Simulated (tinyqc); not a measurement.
Lattice vibrations of a chain, step by step. Computed by tinyqc, a small Python program that keeps every step. Command: `OMP_NUM_THREADS=1 python tinyqc.py 22931 22932 out.jsonl` (the two numbers bound the seeds that draw the settings). One thread of a shared host (Intel(R) Xeon(R) Processor @ 2.60GHz), about 0.01 s of CPU time with the checks.

## Dynamical matrix at q = 0.42

A chain moving along its axis:
```
atom   mass (u)  spring to the next atom (eV/angstrom^2)
1     102.00000                                 20.60000
2      30.40000                                  2.00000
3      48.20000                                 12.70000
4      27.30000                                 10.50000
```

q is in units of 2 pi/a. A spring k from atom i to atom j, n cells on, adds k to Phi_ii and Phi_jj, -k exp(2 pi i q n) to Phi_ij and the conjugate to Phi_ji (for one atom a cell: 2k (1 - cos 2 pi q n)); D_ij = Phi_ij / sqrt(m_i m_j).

D(q) (eV/(angstrom^2 u)):
```
[[0.30490, -0.36994, 0.00000, 0.17437+0.09586i],
 [-0.36994, 0.74342, -0.05225, 0.00000],
 [0.00000, -0.05225, 0.30498, -0.35011],
 [0.17437-0.09586i, 0.00000, -0.35011, 0.84982]]
```

## Frequencies

omega^2 are the eigenvalues; wavenumber = 521.4708 sqrt(eigenvalue) 1/cm.

eigenvalues: [0.03148, 0.15971, 0.92256, 1.08937]

wavenumbers (1/cm): [92.5, 208.4, 500.9, 544.3]

weights |e|^2 of the mass-weighted modes, order atom 1, atom 2, atom 3, atom 4:
```
[[0.57781, 0.16398, 0.12442, 0.13378],
 [0.13942, 0.09889, 0.63860, 0.12309],
 [0.15815, 0.64954, 0.07936, 0.11295],
 [0.12462, 0.08759, 0.15761, 0.63018]]
```

## Dispersion and heat capacity

C/k_B per atom = mean over q = (j + 1/2)/80, j = 0..39 and all branches of y^2 e^y/(e^y - 1)^2, y = hc wavenumber / k_B T.

Wavenumbers (1/cm):
```
q        branch 1   branch 2   branch 3   branch 4
0.00000   0.00000  236.40421  489.96697  550.58480
0.06250  16.65997  235.46733  490.37799  550.36826
0.12500  33.02149  232.73722  491.55863  549.73748
0.18750  48.74727  228.45738  493.35736  548.75099
0.25000  63.41246  223.04516  495.53818  547.51241
0.31250  76.43783  217.12199  497.79924  546.17709
0.37500  87.01315  211.55938  499.79594  544.95281
0.43750  94.08473  207.46878  501.18083  544.07789
0.50000  96.59964  205.94285  501.67840  543.75826
```

Heat capacity:
```
T (K)  C/k_B per atom
20            0.09113
50            0.20955
100           0.36238
200           0.62211
300           0.77990
600           0.93318
1200          0.98238
```

zero-point energy per atom = 20.51611 meV
